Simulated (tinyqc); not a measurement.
Do the excited 1s states matter for ionisation? Model: valley-orbit splitting of a donor ground state, with strain. Computed by tinyqc, a small Python program. Command: `OMP_NUM_THREADS=1 python tinyqc.py 3018312 3018313 out.jsonl valleyorbit walk`. One thread of a shared host (Intel(R) Xeon(R) Processor @ 2.30GHz), about 0.01 s of CPU time with the checks.

The basis is the 1s envelope in each valley; energies are counted from the unstrained conduction-band edge. The strain is e_s (a a^T - 1/3) for the unit stress axis a, so valley j along n_j moves by Xi_u e_s w_j with w_j = (n_j.a)^2 - 1/3: +1/6 for x and y, -1/3 for z. The splitting at the zone boundary that a [110] shear adds for <100> valleys is left out.

Inputs (values chosen for the exercise, modelled on donors in silicon): single-valley binding energy E_0 = 32.3 meV; central-cell shift Lambda = 3.46 meV; coupling Delta_1 = 3.77 meV; coupling Delta_2 = 2.89 meV; shear deformation potential Xi_u = 8.28 eV; donor density N_D = 2.9e+14 cm^-3; density-of-states mass of one valley m_e = 0.326 m_0.

Valleys: six along <100>. Stress axis: [110].

Constants: k_B = 8.617333262e-05 eV/K; m_0 = 9.1093837015e-31 kg; k_B = 1.380649e-23 J/K; h = 6.62607015e-34 J s.

Method:
- By symmetry: E(A1) = E_0 + Lambda + 4 Delta_1 + Delta_2 (one state), E(T2) = E_0 + Lambda - Delta_2 (three), E(E) = E_0 + Lambda - 2 Delta_1 + Delta_2 (two), as binding energies.
- H_jj = -(E_0 + Lambda) + Xi_u e_s w_j; H_jk = -Delta_2 between opposite valleys and -Delta_1 between perpendicular ones.
- z = sum over levels of exp(-(E - E_ground)/k_B T), the ground-state share being 1/z; N_c = 2 (2 pi m_e k_B T/h^2)^(3/2) sum_j exp(-(shift_j - lowest shift)/k_B T); n1 = N_c/(2 z) exp(-binding/k_B T), binding = lowest shift - E_ground; without compensation n = 2 N_D/(1 + sqrt(1 + 4 N_D/n1)) (Boltzmann statistics; p and higher states left out).
- No strain here. The last two columns set z = 1, with the A1 depth, or use one level at E_0 with z equal to the number of valleys.

E(A1) = 53.73 meV

Ionised share:
```
T (K)       z  all 1s states  ground state alone  no splitting
31     1.0016     1.7158e-03          1.7172e-03       0.03799
52     1.0414     1.3410e-01          1.3664e-01       0.47522
78     1.2038     7.1523e-01          7.4402e-01       0.90606
110    1.5161     9.6212e-01          9.7438e-01       0.98366
160    2.0485     9.9470e-01          9.9740e-01       0.99670
250    2.8391     9.9907e-01          9.9967e-01       0.99927
420    3.7564     9.9979e-01          9.9994e-01       0.99982
```

What does the comparison show, and why?

z grows from 1.002 to 3.76 of at most 6. Leaving out the excited states overstates the ionised share by up to 4.0 % (at 78.0 K); ignoring the splitting misses by a factor 22.1 at the lowest T and 1.00 at the highest.

Extremes, crossings and ranges named in words are read from the listed rows.
